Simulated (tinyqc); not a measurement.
Shape of the distribution and failure rate.

For F(t) = 1 - exp(-(t/t63)^beta): mean t63 Gamma(1 + 1/beta), median t63 (ln 2)^(1/beta), deviation t63 sqrt(Gamma(1 + 2/beta) - Gamma(1 + 1/beta)^2), failure rate (beta/t63)(t/t63)^(beta - 1).

Inputs (values chosen for the exercise):
```
symbol,value,unit,meaning
t63,25,s,characteristic time of a test capacitor
```

Result of one run:
```
beta,mean (s),median (s),deviation/mean,rate at 0.01 t63 (1/s),rate at t63 (1/s)
1,25.00,17.33,1.000,0.04000,0.04000
```

What becomes of these results when the Weibull slope beta is changed from 1 to 0.5, all else the same?

Result of the changed run:
```
beta,mean (s),median (s),deviation/mean,rate at 0.01 t63 (1/s),rate at t63 (1/s)
0.5,50.00,12.01,2.236,0.2000,0.02000
```

The whole series:
```
beta,mean (s),median (s),deviation/mean,rate at 0.01 t63 (1/s),rate at t63 (1/s)
0.5,50.00,12.01,2.236,0.2000,0.02000
0.7,31.65,14.81,1.462,0.1115,0.02800
1,25.00,17.33,1.000,0.04000,0.04000
1.3,23.09,18.86,0.7757,0.01306,0.05200
1.7,22.31,20.15,0.6055,0.002707,0.06800
2.2,22.14,21.16,0.4798,3.503e-4,0.08800
3,22.32,22.12,0.3634,1.200e-5,0.1200
4,22.66,22.81,0.2805,1.600e-7,0.1600
```

The relative spread falls from 2.24 to 0.281. For beta < 1 the rate falls with time (early failures), at 1 it is constant, 0.0400 1/s, and above 1 it grows (wear-out): the early rate goes from 10.0 times the rate at t63 to 1.00e-6 times.

Program tinyqc, `OMP_NUM_THREADS=1 python tinyqc.py 2070061 2070062 out.jsonl`; Intel Xeon 2.30GHz, shared host, one thread, about 0.01 s.
